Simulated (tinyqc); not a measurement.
Localisation in a chain with random site energies (transfer matrices): one step. Weak-disorder lengths. Three cases, with inputs chosen for the exercise.

Problem. Form ka, xi, xi a and the mean free path xi a/2.

Hopping -t; leads with site energy 0, E = -2t cos(ka). psi_(j+1) = ((e_j - E)/t) psi_j - psi_(j-1), a product of matrices M_j = [[(e_j - E)/t, -1], [1, 0]]. For M = M_N ... M_1 the transmission is T = 4 sin^2(ka)/|M21 - M12 + M22 exp(ika) - M11 exp(-ika)|^2. Long samples draw e_j = W (x_j/2147483647 - 1/2) from x_j = 16807 x_(j-1) mod 2147483647, starting at x0. The localisation length xi, in sites, is defined by ln T = -2N/xi on average; weak disorder gives xi = 24 (4t^2 - E^2)/W^2, and the mean free path for backscattering is xi/2.

Give: ka; xi; lengths.

Case 1.

Values chosen: t = 1.97 eV (hopping); E = -1.81 eV (energy); W = 5.16 eV (full width of the disorder); a = 4.6 angstrom (spacing).

Solution.

ka = 1.0935 rad
xi = 11.04 sites

lengths (nm): localisation 5.078, mean free path 2.539

Case 2.

Values chosen: t = 0.75 eV (hopping); E = -0.44 eV (energy); W = 1.28 eV (full width of the disorder); a = 4 angstrom (spacing).

Solution.

ka = 1.2731 rad
xi = 30.12 sites

lengths (nm): localisation 12.049, mean free path 6.025

Case 3.

Values chosen: t = 0.53 eV (hopping); E = -0.39 eV (energy); W = 0.89 eV (full width of the disorder); a = 3.4 angstrom (spacing).

Solution.

ka = 1.1940 rad
xi = 29.44 sites

lengths (nm): localisation 10.008, mean free path 5.004

The formula needs xi well above one site.

Computed by tinyqc, one run a case: `OMP_NUM_THREADS=1 python tinyqc.py N N+1 out.jsonl` with N = 1481063, 1481081, 1481806; one thread of a shared Intel(R) Xeon(R) Processor @ 2.30GHz, about 0.1 s a run at most.
